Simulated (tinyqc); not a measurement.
Thickness and doping from the maximum and minimum capacitance.

Question. A MOS capacitor has Cmax = Cox = eps0 eox/tox and 1/Cmin = 1/Cox + Wm/(eps0 eps_r), with Wm = sqrt(4 eps0 eps_r Vt ln(N/ni)/(q N)) and N well above ni. Find tox, Wm and N.

Parameters, values chosen for the exercise; band and dielectric values close to those of In0.53Ga0.47As:
```
symbol,value,unit,meaning
T,350,K,temperature
eps_r,14.1,,relative permittivity
eox,22.3,,relative permittivity of the gate insulator (close to hafnium oxide)
```

Constants: q = 1.602176634e-19 C, kB = 1.380649e-23 J/K, Vt = kB T/q, eps0 = 8.8541878128e-14 F/cm where lengths are in cm. Results are converted to the units shown.

Cmax = 1.7949853 uF/cm^2
Cmin = 0.096925055 uF/cm^2
ni = 7.0166024e12 cm^-3

Answer. Cmax gives tox and the series difference Wm. N follows by iterating N = 4 eps0 eps_r Vt ln(N/ni)/(q Wm^2); ln(N/ni)/N falls steadily for N > e ni, so there is one root in that range.

tox = 11.00 nm
Wm = 121.8 nm
N = 5.700e16 cm^-3

Program tinyqc, `OMP_NUM_THREADS=1 python tinyqc.py 2060029 2060030 out.jsonl`; Intel Xeon 2.30GHz, shared host, one thread, about 0.01 s.
